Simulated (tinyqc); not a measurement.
# Off-state leakage of single and stacked transistors: what changes with what

n-channel devices of unit width. Subthreshold current I(Vg, Vs, Vd) = I0 (T/300 K)^0.5 exp[(Vg - Vs - VT(T) - gb (Vs - Vb) + dd (Vd - Vs))/(nf Vt)] (1 - exp(-(Vd - Vs)/Vt)), VT(T) = VT - cT (T - 300 K). Gate-edge tunnelling Ig (Vd/1 V) exp(ag (Vd - 1 V)), for a gate at 0 V, and band-to-band leakage Ab u exp(-Bb/u), u = Vd - Vb + 1 V, flow at a drain held at V; both are taken as independent of T. In a stack of off transistors (all gates at 0 V) the same subthreshold current passes through each.

Parameters, values chosen for the exercise; values of the order met in bulk silicon logic transistors:
```
symbol   value       unit                                             meaning
T          300          K                                         temperature
V          1.2          V                                      supply voltage
VT        0.25          V        threshold at 300 K, zero drain and body bias
cT         0.6       mV/K              fall of the threshold with temperature
I0         0.1      uA/um                       current at threshold at 300 K
nf        1.26                                                   slope factor
dd        0.04                                drain-induced lowering per volt
gb        0.14             rise of the threshold per volt of source-body bias
Ig      0.0008      uA/um                 gate-edge tunnelling current at 1 V
ag         5.7        1/V               exponential slope of the gate current
Ab           2  uA/(um V)      prefactor of band-to-band leakage at the drain
Bb          23          V                             its exponential voltage
Vb           0          V                                        body voltage
```

Constants: q = 1.602176634e-19 C, kB = 1.380649e-23 J/K, Vt = kB T/q. Results are converted to the units shown.

Each table varies one quantity; the others keep the values above.

## Subthreshold current against the height of the stack

All n gates at 0 V, bottom source at 0 V, top drain at V; node voltages follow from equal currents.

Subthreshold current against the height of the stack:
```
n	I (nA/um)	reduction factor	drain voltage of the bottom device (mV)	source voltage of the top device (mV)	voltage across the top device (V)
1	0.2027	1.000	1200	0	1.200
2	0.04030	5.029	44.59	44.59	1.155
3	0.02245	9.028	16.60	60.74	1.139
4	0.01558	13.01	10.40	70.83	1.129
5	0.01193	16.99	7.596	78.19	1.122
6	0.009671	20.96	5.988	83.99	1.116
```

Read the table: what changes, and by how much?

The second transistor cuts the current by a factor of 5.03, the third by a further 1.80 and the sixth by 1.23. The top device keeps 93.0 % of the supply at n = 6, while the drain voltage of the bottom one falls to 0.232 Vt.

## Leakage components against the threshold

Same model as above.

One transistor with Vg = Vs = 0, Vd = V; stack factor I(one)/I(two in series).

The same in every row: gate edge (nA/um) = 3.002; band-to-band (nA/um) = 0.1268; stack factor = 5.029.

Result of one run:
```
VT (V)	subthreshold (nA/um)	total (nA/um)	largest part
0.6	4.368e-6	3.128	gate edge
```

What becomes of these results when the threshold at 300 K, zero drain and body bias VT is changed from 0.6 to 0.4 V, all else the same?

Result of the changed run:
```
VT (V)	subthreshold (nA/um)	total (nA/um)	largest part
0.4	0.002027	3.131	gate edge
```

The whole series:
```
VT (V)	subthreshold (nA/um)	total (nA/um)	largest part
0.15	4.366	7.494	subthreshold
0.2	0.9406	4.069	gate edge
0.25	0.2027	3.331	gate edge
0.3	0.04367	3.172	gate edge
0.35	0.009408	3.138	gate edge
0.4	0.002027	3.131	gate edge
0.45	4.368e-4	3.129	gate edge
0.5	9.410e-5	3.129	gate edge
0.55	2.028e-5	3.129	gate edge
0.6	4.368e-6	3.128	gate edge
```

As VT goes from 0.15 to 0.6, the total leakage falls from 7.49 to 3.13 nA/um. The subthreshold part leads at VT = 0.15, the gate edge part from 0.2 on. The reduction by a stack of two stays at 5.03, for the subthreshold part alone.

Program tinyqc, `OMP_NUM_THREADS=1 python tinyqc.py 2242082 2242083 out.jsonl`; Intel Xeon 2.30GHz, shared host, one thread, about 0.03 s.
